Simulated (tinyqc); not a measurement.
The product rho l across metals: free and nearly free electrons in a metal.

Constants: hbar^2/2m0 = 3.80998211 eV angstrom^2; hbar = 6.58211957e-16 eV s.

Free electrons with m = 1; fcc cells hold 4 atoms and bcc cells 2; n = atoms z/a^3, kF = (3 pi^2 n)^(1/3), rho l = hbar kF/(n e^2), e = 1.602176634e-19 C. Inputs are chosen for the exercise.

Cases:

| case | lattice | a (angstrom) | z | rho (micro-ohm cm) |
|---|---|---|---|---|
| near Ca | fcc | 5.526 | 2 | 3.45 |
| near Ag | fcc | 4.105 | 1 | 1.45 |
| near Al | fcc | 4.023 | 3 | 2.64 |
| near K | bcc | 5.285 | 1 | 6.72 |
| near Na | bcc | 4.242 | 1 | 4.26 |
| near Cu | fcc | 3.603 | 1 | 1.77 |

Rank the cases by rho l (1e-16 ohm m^2), lowest first.

Answer: near Al, near Cu, near Ag, near Ca, near Na, near K.

Results:

| case | lattice | a (angstrom) | z | rho (micro-ohm cm) | kF (1/angstrom) | EF (eV) | l (nm) | rho l (1e-16 ohm m^2) |
|---|---|---|---|---|---|---|---|---|
| near Ca | fcc | 5.526 | 2 | 3.45 | 1.120 | 4.78 | 28.1 | 9.70 |
| near Ag | fcc | 4.105 | 1 | 1.45 | 1.196 | 5.45 | 58.6 | 8.50 |
| near Al | fcc | 4.023 | 3 | 2.64 | 1.761 | 11.81 | 14.9 | 3.92 |
| near K | bcc | 5.285 | 1 | 6.72 | 0.738 | 2.07 | 33.3 | 22.36 |
| near Na | bcc | 4.242 | 1 | 4.26 | 0.919 | 3.22 | 33.8 | 14.41 |
| near Cu | fcc | 3.603 | 1 | 1.77 | 1.363 | 7.08 | 37.0 | 6.55 |

rho l falls as n^(-2/3): it is lowest for the case near Al and highest for near K. The lowest bulk rho belongs to near Ag; in very narrow wires, where rho l rules, the order changes. Real Fermi surfaces depart from spheres, most for the polyvalent and noble metals.

(tinyqc, `OMP_NUM_THREADS=1 python tinyqc.py 1651108 1651109 out.jsonl`, Intel(R) Xeon(R) Processor @ 2.30GHz, 1 thread, shared host, about 0.01 s.)
